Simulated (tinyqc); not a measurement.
Thin film between two gates, subbands and threshold shift from confinement: one step of the calculation.

Undoped body with a flat potential across it, hard walls, transport along x. Three valley pairs (g = 2 each) with the longitudinal mass along x, y or z. Non-parabolicity enters the subband edges through E (1 + al E) = gamma, so E = 2 gamma/(1 + sqrt(1 + 4 al gamma)); motion within a subband is taken as parabolic with the band-edge mass. Energies are counted from the bulk band edge.

Question. Threshold shift. Each subband has N_k = g sqrt(mx my) m0 kB T/(pi hbar^2); without degeneracy n = exp(EF/Vt) sum N_k exp(-E_k/Vt). Classical value Nc times t, Nc = sum over valleys of 2 g (m m0 kB T/(2 pi hbar^2))^1.5 with m = (mx my mz)^(1/3). Threshold shift dVT = Vt ln(classical value/sum N_k exp(-E_k/Vt)). Use the subbands listed.

Inputs (values chosen for the exercise); masses close to those of silicon:
```
symbol,value,unit,meaning
T,300,K,temperature
ml,0.907,m0,longitudinal mass
mt,0.193,m0,transverse mass
t,5.2,nm,film thickness (along z)
```

Constants: q = 1.602176634e-19 C, kB = 1.380649e-23 J/K, hbar = 1.054571817e-34 J s, m0 = 9.1093837015e-31 kg, Vt = kB T/q. Results are converted to the units shown.

```
subband	E_k (eV)	N_k (cm^-2)
z1	0.014217652	4.1684888e12
z2	0.056870607	4.1684888e12
x1	0.066815597	9.0365703e12
y1	0.066815597	9.0365703e12
z3	0.12795887	4.1684888e12
z4	0.22748243	4.1684888e12
```

Give: shares; sum N_k exp(-E_k/Vt); Nc; classical value; dVT.

Answer.

shares, subband z1 to z4 (%): 56.45  10.84  16.00  16.00  0.69  0.01
sum N_k exp(-E_k/Vt) = 4.260e12 cm^-2
Nc = 2.767e19 cm^-3
classical value = 1.439e13 cm^-2
dVT = 31.47 mV

Program tinyqc, `OMP_NUM_THREADS=1 python tinyqc.py 2350047 2350048 out.jsonl`; Intel Xeon 2.30GHz, shared host, one thread, about 0.06 s.
